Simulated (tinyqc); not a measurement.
Worked calculation: Hueckel theory of the pi electrons, for the molecule O=c1cccccc1 (SMILES; centres numbered as the heavy atoms are written). One step of it, computed by the program tinyqc.

Question. Energy, charges, bond orders. E = sum n x; q_r = z_r - P_rr; bond order p = P_rs; free valence = sqrt(3) - sum of p over the bonds of the atom.

x values: [2.222628, 1.645004, 1.246980, 0.758701, -0.445042, -0.608398, -1.801938, -1.907934]

occupations: [2.000000, 2.000000, 2.000000, 2.000000, 0.000000, 0.000000, 0.000000, 0.000000]

charge and bond-order matrix P, order 1O, 2C, 3C, 4C, 5C, 6C, 7C, 8C:
```
[[1.758308, 0.513027, -0.182647, -0.169468, 0.137139, 0.137139, -0.169468, -0.182647],
 [0.513027, 0.823554, 0.546296, 0.142602, -0.184554, -0.184554, 0.142602, 0.546296],
 [-0.182647, 0.546296, 0.923693, 0.701165, 0.104297, -0.283388, -0.169954, 0.225110],
 [-0.169468, 0.142602, 0.701165, 0.885388, 0.602331, 0.118897, -0.200880, -0.169954],
 [0.137139, -0.184554, 0.104297, 0.602331, 0.899988, 0.684839, 0.118897, -0.283388],
 [0.137139, -0.184554, -0.283388, 0.118897, 0.684839, 0.899988, 0.602331, 0.104297],
 [-0.169468, 0.142602, -0.169954, -0.200880, 0.118897, 0.602331, 0.885388, 0.701165],
 [-0.182647, 0.546296, 0.225110, -0.169954, -0.283388, 0.104297, 0.701165, 0.923693]]
```

Centres:
```
centre  z_r, pi electrons of the neutral centre         h
1O                                            1  1.110000
2C                                            1  0.000000
3C                                            1  0.000000
4C                                            1  0.000000
5C                                            1  0.000000
6C                                            1  0.000000
7C                                            1  0.000000
8C                                            1  0.000000
```

Bonds:
```
i  j  k
1  2  1
2  3  1
3  4  1
4  5  1
5  6  1
6  7  1
7  8  1
8  2  1
```

Give: pi energy = 8 alpha + this times beta; pi charges; Bond orders and lengths from R = 1.517 - 0.180 p; free valence of the carbons; gap between the highest filled and the next level.

Answer.

pi energy = 8 alpha + this times beta = 11.7466

pi charges: [-0.7583, 0.1764, 0.0763, 0.1146, 0.1000, 0.1000, 0.1146, 0.0763]

Bond orders and lengths from R = 1.517 - 0.180 p (angstrom, C-C alone):
```
bond       p       R
1-2   0.5130       -
2-3   0.5463  1.4187
3-4   0.7012  1.3908
4-5   0.6023  1.4086
5-6   0.6848  1.3937
6-7   0.6023  1.4086
7-8   0.7012  1.3908
8-2   0.5463  1.4187
```

free valence of the carbons: [0.1264, 0.4846, 0.4286, 0.4449, 0.4449, 0.4286, 0.4846]

gap between the highest filled and the next level = 1.2037 |beta|
